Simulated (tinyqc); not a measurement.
Inside a calculation. Method: tight binding, dimerised chain. Computed by tinyqc, a small Python program that keeps every step. Settings: t1 = 1.12, t2 = 1.46, delta = 0.89, points = 8, cells = 4. Command: `OMP_NUM_THREADS=1 python tinyqc.py 31807 31808 out.jsonl` (the two numbers bound the seeds that draw the settings). One thread of a shared host (Intel(R) Xeon(R) Processor @ 2.60GHz), about 0.01 s of CPU time with the checks.

## Bloch Hamiltonian at k

Parameters chosen for this model:
```
parameter     value                      unit
t1         1.120000       eV, inside the cell
t2         1.460000         eV, between cells
delta      0.890000  eV, +/- on the two sites
```

k point k (2 pi / a): 0.44000

H_AA = +delta, H_BB = -delta, H_AB = -t1 - t2 exp(-i k a).

H(k) at k (eV):
```
                  A                 B
A           0.89000  0.23747+0.53746i
B  0.23747-0.53746i          -0.89000
```

## Levels at k

Diagonalise the Hermitian matrix.

eigenvalues (eV): -1.06647  1.06647

weights |c|^2 of the basis functions:
```
    band 1   band 2
A  0.08274  0.91726
B  0.91726  0.08274
```

## Bloch Hamiltonian at X

k point X (2 pi / a): 0.50000

As before.

H(k) at X (eV):
```
         A         B
A  0.89000   0.34000
B  0.34000  -0.89000
```

## Levels at X

As before.

eigenvalues (eV): -0.95273  0.95273

weights |c|^2 of the basis functions:
```
    band 1   band 2
A  0.03292  0.96708
B  0.96708  0.03292
```

## Bands along a path

The same steps at evenly spaced points between the labelled ones.

Bands along the path (eV):
```
k           band 1   band 2
G         -2.72919  2.72919
G-X 0.20  -2.61226  2.61226
G-X 0.40  -2.27787  2.27787
G-X 0.60  -1.77974  1.77974
G-X 0.80  -1.23786  1.23786
X         -0.95273  0.95273
```

With 1 band(s) filled, the highest filled level on these points lies at X and the lowest empty one at X: a gap of 1.9055 eV, direct.

## Berry (Zak) phase of the lower band

On 8 points k_j = j/N: phase = -Im ln of the product of <u_j|u_(j+1)>, closed with u_N = u_0 (the cell-periodic part is taken without the site positions). Single arguments depend on the phases chosen for the u_j; only their sum modulo 2 pi does not.

Overlaps:
```
j  |<u_j|u_j+1>|  argument (rad)
0        0.97790        -0.14695
1        0.97582        -0.14089
2        0.96404        -0.12439
3        0.89045        -0.08484
4        0.89045        -0.08484
5        0.96404        -0.12439
6        0.97582        -0.14089
7        0.97790        -0.14695
```

phase / pi, folded into (-1, 1] = 0.31645

## Open chain of 4 cells

H of the open chain (eV):
```
          1         2         3         4         5         6         7         8
1   0.89000  -1.12000   0.00000   0.00000   0.00000   0.00000   0.00000   0.00000
2  -1.12000  -0.89000  -1.46000   0.00000   0.00000   0.00000   0.00000   0.00000
3   0.00000  -1.46000   0.89000  -1.12000   0.00000   0.00000   0.00000   0.00000
4   0.00000   0.00000  -1.12000  -0.89000  -1.46000   0.00000   0.00000   0.00000
5   0.00000   0.00000   0.00000  -1.46000   0.89000  -1.12000   0.00000   0.00000
6   0.00000   0.00000   0.00000   0.00000  -1.12000  -0.89000  -1.46000   0.00000
7   0.00000   0.00000   0.00000   0.00000   0.00000  -1.46000   0.89000  -1.12000
8   0.00000   0.00000   0.00000   0.00000   0.00000   0.00000  -1.12000  -0.89000
```

The same hoppings without the wrap-around bond.

levels (eV): -2.58079  -2.15986  -1.54767  -0.92739  0.92739  1.54767  2.15986  2.58079

weights of the highest filled level on the sites: 0.01118  0.02943  0.00588  0.12117  0.00249  0.28599  0.00061  0.54325

The bulk gap runs from -0.9527 to 0.9527 eV; 2 level(s) of this chain lie inside it: end states, which need the weaker bond inside the cell and a chain longer than their decay length.
